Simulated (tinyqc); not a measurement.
Read current of a NAND string, cells in series solved by shooting: effect of the bit-line voltage.

Cells in series, numbered from 0 at the source line (0 V) to the bit line, each followed by a gap resistance Rg. A cell with gate Vg, threshold VT, source Vs and drain Vd passes I = 2 nf K Vt^2 [F(Vs) - F(Vd)]/(1 + th max(Vg - VT, 0)), F(V) = ln^2(1 + exp((Vg - VT - nf V)/(2 nf Vt))). The selected cell has Vg = Vr, the others Vg = Vp.

For a trial current I start at 0 V and, cell by cell, solve for the drain: sqrt(F(Vd)) = sqrt(F(Vs) - I/k), k = 2 nf K Vt^2/(1 + th max(Vg - VT, 0)), Vd = [Vg - VT - 2 nf Vt ln(exp(sqrt F) - 1)]/nf, then add I Rg. The string current is the I for which the last node reaches Vbl. The apparent threshold is the Vr at which I = Is. Background: all other cells erased (VT = Ve) or all in the highest state (VT = Vh); ratio and shift are high over erased and high minus erased. The string has 32 cells and the selected one is cell 16.

Values chosen for this exercise; values of the order met in vertical NAND strings: temperature T = 300 K; gain factor of a cell K = 14 uA/V^2; slope factor nf = 2.3; mobility reduction factor th = 0.12 1/V; resistance of the gap between cells Rg = 19 kohm; pass voltage Vp = 6.1 V; threshold of an erased cell Ve = -0.7 V; threshold of the highest state Vh = 3.5 V; threshold of the selected cell Vx = 0.3 V; sensing current Is = 50 nA; read voltage on the selected word line Vr = 2.17 V.

Constants: q = 1.602176634e-19 C, kB = 1.380649e-23 J/K, Vt = kB T/q. Results are converted to the units shown.

Result of one run:
```
I, others erased (uA)  I, others high (uA)   ratio  apparent VT, erased (V)  apparent VT, high (V)  background shift (mV)
0.3784                              0.2362  0.6241                   0.4507                 0.4834                  32.73
```

Which bit-line voltage Vbl gave this result: 0.3, 0.4, 0.5, 0.6 or 0.8 V?

Vbl = 0.5 V.

The whole series:
columns A: Vbl (V); B: I, others erased (uA); C: I, others high (uA); D: ratio; E: apparent VT, erased (V); F: apparent VT, high (V); G: background shift (mV)
```
A          B        C       D       E       F      G
0.1  0.07941  0.05475  0.6894  0.5045  0.7650  260.5
0.2   0.1571   0.1060  0.6747  0.4520  0.4875  35.53
0.3   0.2329   0.1535  0.6589  0.4507  0.4835  32.81
0.4   0.3067   0.1970  0.6421  0.4507  0.4834  32.73
0.5   0.3784   0.2362  0.6241  0.4507  0.4834  32.73
0.6   0.4478   0.2708  0.6048  0.4507  0.4834  32.73
0.7   0.5145   0.3005  0.5840  0.4507  0.4834  32.73
0.8   0.5784   0.3249  0.5618  0.4507  0.4834  32.73
```

As Vbl goes from 0.1 to 0.8 V, the current with erased neighbours rises from 0.0794 to 0.578 uA, that with high neighbours rises from 0.0547 to 0.325 uA and the ratio falls from 0.689 to 0.562. The background shift falls from 261 to 32.7 mV.

Numbers from tinyqc (`OMP_NUM_THREADS=1 python tinyqc.py 2142240 2142241 out.jsonl`; about 0.4 s on one thread of a shared Intel Xeon 2.30GHz).
